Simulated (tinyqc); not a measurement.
Inside a calculation. Model: two-step dopant diffusion (predeposition and drive-in) with a constant diffusivity. Computed by tinyqc, a small Python program that keeps every step. Command: `OMP_NUM_THREADS=1 python tinyqc.py 3024991 3024992 out.jsonl dopdiff walk`. One thread of a shared host (Intel(R) Xeon(R) Processor @ 2.30GHz), about 0.07 s of CPU time with the checks. Intermediate numbers are printed to about 6 digits and carried at full precision; extremes and crossings named in words are read from the listed rows.

Fick diffusion into a half space x > 0 whose background doping C_B is of the opposite type, so that a junction lies where C = C_B.

Inputs (values chosen for the exercise, modelled on arsenic in silicon):
```
quantity,value,unit
prefactor D0,10.9,cm^2/s
activation energy E,4.01,eV
surface concentration C_s,5.1e+19,1/cm^3
background doping C_B,2.9e+16,1/cm^3
predeposition temperature T1,950,C
predeposition time t1,20,min
drive-in temperature T2,1150,C
drive-in time t2,30,min
mean mobility in the layer mu,210,cm^2/(V s)
```

Furnace ramps of the drive-in: none.

Constants: k_B = 8.617333262e-05 eV/K; e = 1.602176634e-19 C.

## Diffusivities

D = D0 exp(-E/(k_B T)). Temperatures in kelvin are T(C) + 273.15. Times in seconds are 60 times the minutes.

D1 = 3.27276e-16 cm^2/s

D2 = 6.86876e-14 cm^2/s

product D1 t1 = 3.92732e-13 cm^2

## Thermal budget of the drive-in

(Dt)2 = D2 t2, t2 in seconds.

drive-in budget (Dt)2 = 1.23638e-10 cm^2

## Predeposition

C = C_s erfc(x/(2 sqrt(D1 t1))); dose Q = 2 C_s sqrt(D1 t1/pi); the junction solves erfc(z) = C_B/C_s with x_j = 2 z sqrt(D1 t1).

dose Q = 3.60639e+13 1/cm^2

z = 2.43680

junction depth after predeposition = 0.0305420 um

## Drive-in as a Gaussian

With a sealed surface and a thin source, C = Q/sqrt(pi (Dt)2) exp(-x^2/(4 (Dt)2)); x_j = 2 sqrt((Dt)2 ln(C(0)/C_B)); gradient at the junction |dC/dx| = C_B x_j/(2 (Dt)2).

surface concentration C(0) (Gaussian) = 1.82988e+18 1/cm^3

junction depth x_j = 0.452744 um

gradient at the junction = 5.30970e+21 1/cm^4

The drive-in moves the junction from 0.0305 to 0.453 um and lowers the surface value by a factor 27.9. Caution: C_s exceeds the intrinsic carrier density of silicon at the predeposition temperature (2e18 to 1e19 per cm^3), where real diffusivities rise with concentration and profiles turn box-like.

## Sheet resistance

Net dose Q_net = Q erf(x_j/(2 sqrt((Dt)2))) - C_B x_j; R_s = 1/(e mu Q_net), with every dopant ionised and one mobility.

net dose = 3.46072e+13 1/cm^2

sheet resistance R_s (Gaussian) = 858.824 ohm/square

## Exact junction depth

Exact two-step profile: C = (2 C_s/pi) int_0^alpha exp(-beta (1 + u^2))/(1 + u^2) du with alpha = sqrt(D1 t1/(Dt)2), beta = x^2/(4 (D1 t1 + (Dt)2)). The integral takes 48 Gauss-Legendre points; solve C(x) = C_B.

exact junction depth = 0.453165 um

## Gaussian against the exact two-step profile

Gaussian: C = Q/sqrt(pi (Dt)2) exp(-x^2/(4 (Dt)2)). Depths are fractions of the Gaussian x_j.

Profiles:
```
x/x_j,x (um),Gaussian (1/cm^3),exact (1/cm^3),ratio
0.0,0.000000,1.82988e+18,1.82795e+18,1.00106
0.2,0.090549,1.55032e+18,1.54923e+18,1.00071
0.4,0.181097,9.42799e+17,9.43122e+17,0.99966
0.6,0.271646,4.11542e+17,4.12405e+17,0.99791
0.8,0.362195,1.28946e+17,1.29533e+17,0.99546
1.0,0.452744,2.90000e+16,2.92243e+16,0.99233
1.2,0.543292,4.68152e+15,4.73597e+15,0.98850
```

With D1 t1/(Dt)2 = 0.0032, the Gaussian is 0.11 % high at the surface and 0.77 % low at its own junction; the exact junction lies at 0.4532 um, 0.093 % deeper. The dose is the same, but the real source already has a width, which is negligible here.

Checks made by the program: exact profile against the direct convolution of the erfc with the Gaussian kernel (relative difference below 1e-10).
